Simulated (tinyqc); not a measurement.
## Effect of the position of a charge sheet

One sheet of 7.7e11 cm^-2 lies at the depth x from the gate; it shifts Vfb by -(q/eps0) Q s, with s = x/e2 in layer 2 and t2/e2 + (x - t2)/e1 in layer 1, and it induces the share s/(t1/e1 + t2/e2) of its image in the semiconductor.

Values chosen for this exercise:
- t1 = 0.7 nm (thickness of layer 1, next to the semiconductor)
- e1 = 4.02 (relative permittivity of layer 1)
- t2 = 3.5 nm (thickness of layer 2, next to the gate)
- e2 = 22.4 (relative permittivity of layer 2)

Constants: q = 1.602176634e-19 C, eps0 = 8.8541878128e-14 F/cm where lengths are in cm. Results are converted to the units shown.

Effect of the position of a charge sheet:

| x (nm) | shift (mV) | image in the semiconductor (%) |
|---|---|---|
| 0 | 0 | 0 |
| 0.53 | -3.297 | 7.162 |
| 1.05 | -6.531 | 14.19 |
| 1.58 | -9.828 | 21.35 |
| 2.1 | -13.06 | 28.38 |
| 2.62 | -16.30 | 35.40 |
| 3.15 | -19.59 | 42.56 |
| 3.68 | -28.01 | 60.85 |
| 4.2 | -46.03 | 100.0 |

The shift grows from 0 at the gate to -46.0 mV at the semiconductor, by -6.22 mV/nm in layer 2 and -34.7 mV/nm in layer 1, the ratio of the permittivities. A sheet between the layers has 47.3 % of its full effect.

Program tinyqc, `OMP_NUM_THREADS=1 python tinyqc.py 2010106 2010107 out.jsonl`; Intel Xeon 2.30GHz, shared host, one thread, about 0.01 s.
